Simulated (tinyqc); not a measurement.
# MOS capacitor on an n-type substrate, surface potential from the exact charge relation: Capacitance-voltage curves

Uniform n-type substrate, Boltzmann statistics, full ionisation, classical densities. psi is the surface potential against the body (positive when the bands bend down) and u = -psi/Vt. Traps are spread evenly over the gap and neutral at flat band, so their charge is -q Dit psi; the minority quasi-Fermi level is shifted by Vb.

ni = sqrt(Nc Nv) exp(-Eg/(2 Vt)), Eg in volts; phiF = Vt ln(N/ni); Cox = eps0 eox/tox; Vfb = phiM - chi - Vt ln(Nc/N) - q Nf/Cox; Q0 = sqrt(2 eps0 eps_r q N Vt); r = (ni/N)^2 exp(-Vb/Vt); VT = Vfb - [(2 phiF + Vb)(1 + q Dit/Cox) + sqrt(2 eps0 eps_r q N (2 phiF + Vb))/Cox]. u = -psi/Vt; F^2 = exp(-u) + u - 1 + r (exp(u) - u - 1); Qs = +sign(u) Q0 F; Cs = -dQs/dpsi = (Q0/Vt) |1 - exp(-u) + r (exp(u) - 1)|/(2 F). psi solves Vg = Vfb + psi + (q Dit psi - Qs)/Cox. Low frequency: 1/C_LF = 1/Cox + 1/(Cs + q Dit). High frequency, in the simple estimate in which traps and minority carriers do not follow: 1/C_HF = 1/Cox + 1/Cd, Cd being Cs with r = 0 at the same psi. Deep depletion: r = 0 and Dit = 0 both in the equation for psi and in Cs. Minority sheet density N_inv = (Q0/(2 q)) int_0^u r (exp(t) - 1)/F(t) dt for u > 0. N_inv under 1 cm^-2 is printed as 0. Regimes: accumulation when majority carriers gather, then depletion up to |psi| = phiF + Vb, weak inversion up to 2 phiF + Vb, strong inversion beyond.

Parameters, values chosen for the exercise; band and dielectric values close to those of silicon: temperature T = 325 K; band gap Eg = 1.1 eV; relative permittivity eps_r = 11.9; conduction-band density of states at T Nc = 3.22e19 cm^-3; valence-band density of states at T Nv = 2.97e19 cm^-3; electron affinity chi = 4.02 eV; donor density of the substrate N = 3.1e15 cm^-3; relative permittivity of the gate insulator (close to silicon dioxide) eox = 3.9; insulator thickness tox = 11 nm; gate work function phiM = 4.04 eV; fixed charge at the interface, in units of q Nf = 0 cm^-2; density of interface traps Dit = 0 cm^-2 eV^-1; reverse bias of the inversion layer against the body Vb = 0 V.

Constants: q = 1.602176634e-19 C, kB = 1.380649e-23 J/K, Vt = kB T/q, eps0 = 8.8541878128e-14 F/cm where lengths are in cm. Results are converted to the units shown.

Capacitance-voltage curves:

| Vg (V) | psi (V) | C_LF/Cox | C_HF/Cox | C_deep/Cox | N_inv (cm^-2) | regime |
|---|---|---|---|---|---|---|
| 0.61 | 0.2031 | 0.9206 | 0.9206 | 0.9206 | 0 | accumulation |
| 0.29 | 0.1704 | 0.8665 | 0.8665 | 0.8665 | 0 | accumulation |
| -0.03 | 0.1044 | 0.6729 | 0.6729 | 0.6729 | 0 | accumulation |
| -0.35 | -0.08591 | 0.1680 | 0.1680 | 0.1680 | 240.1 | depletion |
| -0.68 | -0.3799 | 0.07997 | 0.07993 | 0.07993 | 3.376e6 | weak inversion |
| -1 | -0.6574 | 0.4283 | 0.06099 | 0.06008 | 4.378e10 | strong inversion |
| -1.32 | -0.7481 | 0.8473 | 0.05725 | 0.05015 | 4.873e11 | strong inversion |
| -1.64 | -0.7840 | 0.9152 | 0.05595 | 0.04393 | 1.043e12 | strong inversion |
| -1.96 | -0.8064 | 0.9418 | 0.05518 | 0.03957 | 1.626e12 | strong inversion |

C_LF/Cox is lowest, 0.0800, at Vg = -0.68 V (weak inversion) among the rows listed and is 0.942 in the last row, where C_HF/Cox is 0.0552 and the deep-depletion value 0.0396. Vfb = -0.239 V, where C_HF/Cox = 0.303 (Cox in series with eps0 eps_r/LD), and VT = -0.902 V. Over the last two rows psi moves by only 0.070 V a volt of gate bias, since the inversion charge screens the body. In strong accumulation and inversion degeneracy and confinement, left out here, lower the capacitance.

tinyqc, about 0.01 s, one thread, Intel Xeon 2.30GHz (shared host): `OMP_NUM_THREADS=1 python tinyqc.py 2060057 2060058 out.jsonl`
